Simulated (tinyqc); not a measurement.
Solubility, supersaturation, precipitation and gettering of an impurity in a silicon-like host: one step, computed by the program tinyqc.

The wafer was saturated at T1 and is then held at T.

Task: Segregation into a layer on one face. k = k_0 exp(E_g/(k_B T)); in equilibrium the bulk keeps C/C0 = 1/(1 + k t_g/w). For a strong sink on one face the slowest diffusion mode has tau_w = 4 w^2/(pi^2 D), and C/C0 is estimated as c_eq + (1 - c_eq)(8/pi^2) sum over odd m up to 99 of exp(-m^2 t/tau_w)/m^2. Precipitation is left out here.

Inputs (values chosen for the exercise, for a model impurity):

| quantity | value | unit |
|---|---|---|
| temperature of saturation T1 | 1425 | K |
| anneal temperature T | 1132 | K |
| anneal time t | 5 | s |
| wafer thickness w | 200 | micrometre |
| segregation energy E_g | 0.49 | eV |
| segregation prefactor k_0 | 0.0019 | - |
| getter layer thickness t_g | 3.5 | micrometre |

Gettering: segregation gettering in a layer.

D(T) = 1.182051e-07 cm^2/s

Constants: k_B = 8.617333262e-05 eV/K.

Give: segregation coefficient k; equilibrium C/C0; tau_w; mean C/C0 at t.

Result:

segregation coefficient k = 0.2886

equilibrium C/C0 = 0.9950

tau_w = 1371 s

mean C/C0 at t = 0.9998

Diffusion and capacity both matter. Caution: the barrier to homogeneous nucleation is below 35 k_B T for these inputs, so new precipitates would form and outnumber the fixed sinks assumed here.
